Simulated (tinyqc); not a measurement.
Substrate current against gate voltage: lateral field, substrate current, probability of reaching the oxide barrier and hot-carrier lifetime of a silicon transistor (pseudo-two-dimensional and lucky-electron models). Computed by tinyqc, a small Python program. Command: `OMP_NUM_THREADS=1 python tinyqc.py 3025986 3025987 out.jsonl hotcar walk`. One thread of a shared host (Intel(R) Xeon(R) Processor @ 2.30GHz), about 0.01 s of CPU time with the checks.

Local-field models: a lucky carrier gains its energy at the peak field over a path free of collisions. Voltages are magnitudes.

Inputs (values chosen for the exercise, modelled on a silicon n-channel):
```
quantity                              value                      unit
channel length L                        370                        nm
oxide thickness t                       6.9                        nm
junction depth x_j                       96                        nm
mobility mu                             360                cm^2/(V s)
saturation velocity v_s                0.86                  1e7 cm/s
threshold voltage V_T                  0.44                         V
drain voltage V_D                       2.9                         V
ionisation prefactor A_i              2e+06                      1/cm
ionisation field B_i                   1.65                     MV/cm
hot-carrier mean free path lambda       7.4                        nm
oxide barrier phi_b                     3.1                        eV
interface-trap threshold phi_it         3.6                        eV
lifetime constant H                     100  s microampere/micrometre
length of the depleted extension L_n     19                        nm
```

Drain: lightly doped extension.

Constants: eps_0 = 8.8541878128e-12 F/m.

Method:
- C_ox = 3.9 eps_0/t; F_sat = 2 v_s/mu; V_Dsat = V_ov F_sat L/(V_ov + F_sat L), V_ov = V_G - V_T; I_D/W = C_ox v_s (V_ov - V_Dsat).
- Scale length l = 0.22 t^(1/3) x_j^(1/2) (all in cm); F_m = sqrt(((V_D - V_Dsat)/l_e)^2 + F_sat^2), with l_e = l + L_n; length of the velocity-saturated region l_e ln((V_D - V_Dsat)/(l_e F_sat) + F_m/F_sat).
- Substrate current I_sub/I_D = (A_i/B_i)(V_D - V_Dsat) exp(-B_i/F_m); probability of reaching the oxide barrier exp(-phi_b/(e lambda F_m)); lifetime tau = (H/(I_D/W)) exp(phi_it/(e lambda F_m)).

At the given drain voltage:
```
V_G (V)  V_Dsat (V)  I_D/W (microampere/micrometre)  F_m (kV/cm)  I_sub/W (microampere/micrometre)     tau (s)
0.58         0.1297                            4.42       352.88                            0.1384  2.1960e+07
0.72         0.2417                           16.48       338.88                            0.4078  1.0415e+07
0.94         0.3898                           47.45       320.40                            0.8373  8.2811e+06
1.20         0.5315                           98.34       302.72                            1.2123  9.6962e+06
1.50         0.6627                          171.01       286.39                            1.4593  1.3944e+07
2.00         0.8287                          314.74       265.75                            1.5894  2.8342e+07
2.40         0.9295                          443.53       253.25                            1.5684  4.9647e+07
2.80         1.0107                          580.72       243.19                            1.5037  8.3946e+07
3.20         1.0776                          724.10       234.91                            1.4242  1.3616e+08
```

What does the comparison show, and why?

I_sub peaks at V_G = 2 V, 0.69 V_D: a higher gate voltage brings more carriers but raises V_Dsat and so lowers F_m. The shortest lifetime among the rows lies at V_G = 0.94 V, below that of the largest I_sub, since tau depends more steeply on the field.

Extremes, crossings and ranges named in words are read from the listed rows.
